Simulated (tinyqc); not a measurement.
Inside a calculation. Method: empirical pseudopotential in a few plane waves. One step of it, computed by the program tinyqc.

Question. Levels at G. Diagonalise the Hermitian matrix.

H(k) at G (eV):
```
                     +0+0+0               -1-1-1               -1-1+1               -1+1-1
+0+0+0             0.000000   1.981860+0.856240i  -1.981860+0.856240i  -1.981860+0.856240i
-1-1-1   1.981860-0.856240i            13.791511   0.000000-0.530622i   0.000000-0.530622i
-1-1+1  -1.981860-0.856240i   0.000000+0.530622i            13.791511             0.081634
-1+1-1  -1.981860-0.856240i   0.000000+0.530622i             0.081634            13.791511
-1+1+1  -1.981860+0.856240i            -0.081634   0.000000+0.530622i   0.000000+0.530622i
+1-1-1  -1.981860-0.856240i   0.000000+0.530622i             0.081634             0.081634
+1-1+1  -1.981860+0.856240i            -0.081634   0.000000+0.530622i             0.000000
+1+1-1  -1.981860+0.856240i            -0.081634             0.000000   0.000000+0.530622i
+1+1+1   1.981860+0.856240i             0.000000            -0.081634            -0.081634
-2+0+0   0.000000-0.530622i  -1.981860+0.856240i  -1.981860-0.856240i  -1.981860-0.856240i
+0-2+0   0.000000-0.530622i  -1.981860+0.856240i  -1.981860-0.856240i   0.298241-0.298241i
+0+0-2   0.000000-0.530622i  -1.981860+0.856240i   0.298241-0.298241i  -1.981860-0.856240i
+0+0+2   0.000000+0.530622i  -0.298241-0.298241i   1.981860+0.856240i  -0.298241+0.298241i
+0+2+0   0.000000+0.530622i  -0.298241-0.298241i  -0.298241+0.298241i   1.981860+0.856240i
+2+0+0   0.000000+0.530622i  -0.298241-0.298241i  -0.298241+0.298241i  -0.298241+0.298241i

                     -1+1+1               +1-1-1               +1-1+1               +1+1-1
+0+0+0  -1.981860-0.856240i  -1.981860+0.856240i  -1.981860-0.856240i  -1.981860-0.856240i
-1-1-1            -0.081634   0.000000-0.530622i            -0.081634            -0.081634
-1-1+1   0.000000-0.530622i             0.081634   0.000000-0.530622i             0.000000
-1+1-1   0.000000-0.530622i             0.081634             0.000000   0.000000-0.530622i
-1+1+1            13.791511             0.000000             0.081634             0.081634
+1-1-1             0.000000            13.791511   0.000000-0.530622i   0.000000-0.530622i
+1-1+1             0.081634   0.000000+0.530622i            13.791511             0.081634
+1+1-1             0.081634   0.000000+0.530622i             0.081634            13.791511
+1+1+1   0.000000+0.530622i            -0.081634   0.000000+0.530622i   0.000000+0.530622i
-2+0+0   1.981860-0.856240i   0.298241-0.298241i  -0.298241-0.298241i  -0.298241-0.298241i
+0-2+0  -0.298241-0.298241i  -1.981860-0.856240i   1.981860-0.856240i  -0.298241-0.298241i
+0+0-2  -0.298241-0.298241i  -1.981860-0.856240i  -0.298241-0.298241i   1.981860-0.856240i
+0+0+2  -1.981860+0.856240i  -0.298241+0.298241i  -1.981860+0.856240i   0.298241+0.298241i
+0+2+0  -1.981860+0.856240i  -0.298241+0.298241i   0.298241+0.298241i  -1.981860+0.856240i
+2+0+0   0.298241+0.298241i   1.981860+0.856240i  -1.981860+0.856240i  -1.981860+0.856240i

                     +1+1+1               -2+0+0               +0-2+0               +0+0-2
+0+0+0   1.981860-0.856240i   0.000000+0.530622i   0.000000+0.530622i   0.000000+0.530622i
-1-1-1             0.000000  -1.981860-0.856240i  -1.981860-0.856240i  -1.981860-0.856240i
-1-1+1            -0.081634  -1.981860+0.856240i  -1.981860+0.856240i   0.298241+0.298241i
-1+1-1            -0.081634  -1.981860+0.856240i   0.298241+0.298241i  -1.981860+0.856240i
-1+1+1   0.000000-0.530622i   1.981860+0.856240i  -0.298241+0.298241i  -0.298241+0.298241i
+1-1-1            -0.081634   0.298241+0.298241i  -1.981860+0.856240i  -1.981860+0.856240i
+1-1+1   0.000000-0.530622i  -0.298241+0.298241i   1.981860+0.856240i  -0.298241+0.298241i
+1+1-1   0.000000-0.530622i  -0.298241+0.298241i  -0.298241+0.298241i   1.981860+0.856240i
+1+1+1            13.791511  -0.298241-0.298241i  -0.298241-0.298241i  -0.298241-0.298241i
-2+0+0  -0.298241+0.298241i            18.388682             0.081634             0.081634
+0-2+0  -0.298241+0.298241i             0.081634            18.388682             0.081634
+0+0-2  -0.298241+0.298241i             0.081634             0.081634            18.388682
+0+0+2  -1.981860-0.856240i            -0.081634            -0.081634             0.000000
+0+2+0  -1.981860-0.856240i            -0.081634             0.000000            -0.081634
+2+0+0  -1.981860-0.856240i             0.000000            -0.081634            -0.081634

                     +0+0+2               +0+2+0               +2+0+0
+0+0+0   0.000000-0.530622i   0.000000-0.530622i   0.000000-0.530622i
-1-1-1  -0.298241+0.298241i  -0.298241+0.298241i  -0.298241+0.298241i
-1-1+1   1.981860-0.856240i  -0.298241-0.298241i  -0.298241-0.298241i
-1+1-1  -0.298241-0.298241i   1.981860-0.856240i  -0.298241-0.298241i
-1+1+1  -1.981860-0.856240i  -1.981860-0.856240i   0.298241-0.298241i
+1-1-1  -0.298241-0.298241i  -0.298241-0.298241i   1.981860-0.856240i
+1-1+1  -1.981860-0.856240i   0.298241-0.298241i  -1.981860-0.856240i
+1+1-1   0.298241-0.298241i  -1.981860-0.856240i  -1.981860-0.856240i
+1+1+1  -1.981860+0.856240i  -1.981860+0.856240i  -1.981860+0.856240i
-2+0+0            -0.081634            -0.081634             0.000000
+0-2+0            -0.081634             0.000000            -0.081634
+0+0-2             0.000000            -0.081634            -0.081634
+0+0+2            18.388682             0.081634             0.081634
+0+2+0             0.081634            18.388682             0.081634
+2+0+0             0.081634             0.081634            18.388682
```

Give: eigenvalues.

Answer.

eigenvalues (eV): [-3.078, 10.163, 10.578, 10.578, 10.578, 13.995, 13.995, 13.995, 16.215, 18.225, 18.225, 21.236, 21.236, 21.236, 23.487]
